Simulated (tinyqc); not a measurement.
Inside a calculation: trap in a gate oxide as a short-range spherical well. Values are carried at full precision from step to step, so a last printed digit may differ when a step is redone from the rounded ones.

A spherical well of radius R and depth V0 below the conduction edge, one mass m, c = hbar^2/2m0. The s level at binding Et solves k cot(k R) = -kappa with k = sqrt(m (V0 - Et)/c), kappa = sqrt(m Et/c); it exists for V0 > Vc = c (pi/2R)^2/m. Outside, psi falls as exp(-kappa r)/r.

Constants: hbar^2/2m0 = 3.80998211 eV angstrom^2; fine-structure constant alpha = 0.007297352564; hc = 1239.841984 eV nm; kB = 8.617333262e-05 eV/K.

Values chosen for the exercise (near those of SiO2 on Si; the results hold for these values, not for the real material): R = 4.2 angstrom (radius of the well); V0 = 5.36 eV (depth of the well); m = 0.46 m0 (mass); n_r = 1.42 (refractive index); dEc = 3.18 eV (conduction offset to the channel); Fox = 3.2 MV/cm (oxide field, lowering levels away from the channel); t0 = 14 x 1e-11 s (time constant at the interface); T = 200 K (temperature); EF = 0.07 eV (Fermi level above the channel edge); x = 12 angstrom (depth of the trap).

## The bound level

Solve for Et; the share outside is [sin^2(kR)/(2 kappa)]/[sin^2(kR)/(2 kappa) + R/2 - sin(2kR)/(4k)].

Et = 2.7319 eV
k = 0.5633 1/angstrom
kappa = 0.5743 1/angstrom
share outside = 0.144
Vc = 1.159 eV

The well is 4.63 times the critical depth. Since dEt/dV0 equals the share inside, 0.86, a 1 % change of V0 moves Et by 1.7 %. The decay length is 1.7 angstrom, 0.4 times R.

## Peak of the photo-ionisation cross-section

Lucovsky model (delta well, plane-wave final states, no local-field factor): sigma = (32 pi alpha c/(3 n_r m Et)) (x - 1)^(3/2)/x^3, x = h nu/Et, c = hbar^2/2m0; 1 angstrom^2 = 1e-16 cm^2.

The maximum lies at x = 2. Give the photon energy, its wavelength and sigma there.

h nu = 5.464 eV
wavelength = 227 nm
sigma = 6.53 x 1e-18 cm^2

With 14 % of the state outside the well the delta-well form is only a rough model of this centre.

## Level, tunnelling time and occupation

Energies from the conduction edge of the channel. The trap level at depth x is E_T = dEc - Et - e Fox x (1 MV/cm = 0.01 eV/angstrom). An electron at the channel edge tunnels with the WKB exponent S = (4/3) sqrt(m/c) [dEc^(3/2) - (dEc - e Fox x)^(3/2)]/(e Fox), c = hbar^2/2m0; tau = t0 exp(S); the occupation is f = 1/(1 + exp((E_T - EF)/kB T)), tau_c = tau/f and tau_e = tau/(1 - f). Lattice relaxation is left out; a level below the channel edge needs phonons as well, so tau is then a lower bound, while a level above it can also empty elastically at its own energy, through a thinner barrier, faster than this tau.

Give E_T, S, tau and ln(tau_c/tau_e) = (E_T - EF)/kB T.

E_T = 0.064 eV
S = 14.413
tau = 0.000254 s
ln(tau_c/tau_e) = -0.3

The level lies within 3 kB T of EF, so the trap switches and shows as telegraph noise. A flat barrier would give S = 2 sqrt(m dEc/c) x = 14.87.

## Checks

- Et from the radial equation on a grid against the matching condition, eV: both 2.73.

Run: tinyqc, `OMP_NUM_THREADS=1 python tinyqc.py 1252645 1252646 out.jsonl`; Intel(R) Xeon(R) Processor @ 2.30GHz, one thread, shared host; about 0.01 s of CPU time with all checks.
